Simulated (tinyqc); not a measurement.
Inside a calculation. Model: formation energy of a charged point defect from supercell energies. Computed by tinyqc, a small Python program that keeps every step. Command: `OMP_NUM_THREADS=1 python tinyqc.py 3019637 3019638 out.jsonl formation walk`. One thread of a shared host (Intel(R) Xeon(R) Processor @ 2.30GHz), about 0.01 s of CPU time with the checks. Intermediate numbers are printed to about 7 digits and carried at full precision; extremes and crossings named in words are read from the listed rows.

The host is a compound AB. Making the defect adds n_A = 0, n_B = -1 atoms to the cell. All total energies are inputs. E_F is counted from the valence-band maximum (VBM); x = 0 is A-rich and x = 1 B-rich growth.

Inputs (values chosen for the exercise, for a model compound AB): gap E_g = 1.41 eV; E_VBM of the host cell = 2.501 eV; potential alignment dV = 0.13 eV; dielectric constant eps = 13.5; cell length L = 18.4 angstrom; mu_B of the pure element = -6.754 eV; formation enthalpy dH of AB = -1.04 eV; growth condition x = 0.18; Fermi level E_F = 0.945 eV; temperature T = 1400 K; site density N_s = 4.7e+22 cm^-3.

Defect: vacancy of B. Supercell lattice: bcc.

charge states q: [0, -1, -2]

E(defect, q) - E(host), in the order of q (eV): [9.145, 12.484, 14.988]

Constants: e^2/(4 pi eps_0) = 14.39964548 eV angstrom; k_B = 8.617333262e-05 eV/K.

## Chemical potentials

dmu_A = x dH and dmu_B = (1 - x) dH, so that dmu_A + dmu_B = dH; mu = mu(element) + dmu. The reservoir term is sum n_i mu_i.

dmu_A = -0.1872 eV

dmu_B = -0.8528 eV

sum n_i mu_i = 7.6068 eV

## Image-charge corrections

Image-charge correction of a point charge in a neutralising background: E_corr = q^2 alpha e^2/(4 pi eps_0) / (2 eps L), alpha = 2.888462 for a bcc array with L the cube root of the volume.

E_corr (eV): (q=0) 0.0000000, (q=-1) 0.0837215, (q=-2) 0.3348859

## Formation energies at E_F = 0

E_f(q, E_F) = [E(defect, q) - E(host)] - sum n_i mu_i + q (E_VBM + dV + E_F) + E_corr(q).

E_f(q, 0) (eV): (q=0) 1.538200, (q=-1) 2.329921, (q=-2) 2.454086

## Transition levels and the lower envelope

eps(q/q') = [E_f(q', 0) - E_f(q, 0)]/(q - q'). U of state q is eps(q/q-1) - eps(q+1/q). The stable state at each E_F is the lowest line E_f(q, 0) + q E_F.

One-electron levels above the VBM (eV):
```
level       energy  U of the state between this level and the next
(0/-1)   0.7917215                                      -0.6675570
(-1/-2)  0.1241644                                               -
```

Stable states:
```
q   from E_F (eV)  to E_F (eV)
0       0.0000000     0.457943
-2      0.4579430     1.410000
```

Stable in the gap, from the VBM up: 0, -2. State -1 is never the lowest: its U is negative, so two such centres gain by exchanging an electron.

## The first and the last level

eps(q/q-1) = E_f(q - 1, 0) - E_f(q, 0).

level (0/-1) = 0.7917215 eV

level (-1/-2) = 0.1241644 eV

Caution: the one-electron levels are out of order (negative U): at least one middle charge state is skipped, and the transition past it moves two or more electrons at once.

## Concentrations at the given E_F and T

E_f(q, E_F) = E_f(q, 0) + q E_F. c_q = N_s exp(-E_f(q, E_F)/k_B T), with all degeneracy factors one and no vibrational entropy.

Charge states:
```
q   E_f (eV)   c_q (cm^-3)         share
0   1.538200  1.364023e+17  3.109760e-04
-1  1.384921  4.859594e+17  1.107912e-03
-2  0.564086  4.380039e+20  9.985811e-01
```

lowest formation energy = 0.5640859 eV

total concentration = 4.386263e+20 cm^-3

mean charge = -1.998270 e

State -2 holds 99.9 % of the defects.

## Fermi level and growth conditions

Each entry is the lowest E_f over q.

Lowest formation energy (eV):
```
E_F (eV)  stable q  A-rich, x = 0    x = 0.5  B-rich, x = 1
0.000            0       1.351000   1.871000       2.391000
0.176            0       1.351000   1.871000       2.391000
0.352            0       1.351000   1.871000       2.391000
0.529           -2       1.208886   1.728886       2.248886
0.705           -2       0.856886   1.376886       1.896886
0.881           -2       0.504886   1.024886       1.544886
1.057           -2       0.152886   0.672886       1.192886
1.234           -2      -0.201114   0.318886       0.838886
1.410           -2      -0.553114  -0.033114       0.486886
```

Going from A-rich to B-rich growth shifts every line by +1.040 eV and moves no transition level. The slope of the envelope is the stable charge, so E_f is highest in the rows from E_F = 0 to 0.352 eV, where the neutral state is stable: the defect forms most easily in n-type material. Under A-rich growth E_f turns negative for part of the gap, so in equilibrium E_F cannot enter that part.

## What the corrections do to the levels

Levels eps(q/q-1) with the terms q dV and E_corr left out or kept.

Levels above the VBM (eV):
```
level          raw  with alignment  with image charge  with both
(0/-1)   0.8380000       0.7080000          0.9217215  0.7917215
(-1/-2)  0.0030000      -0.1270000          0.2541644  0.1241644
```

Alignment moves every level by -dV = -0.130 eV. The image term moves eps(q/q-1) by (1 - 2q) E_corr(1): (0/-1) by +0.084, (-1/-2) by +0.251 eV, donor levels down and acceptor levels up. It adds 2 E_corr(1) = 0.167 eV to every U.

Checks made by the program: envelope against a direct minimum on a grid (relative difference below 1e-10).
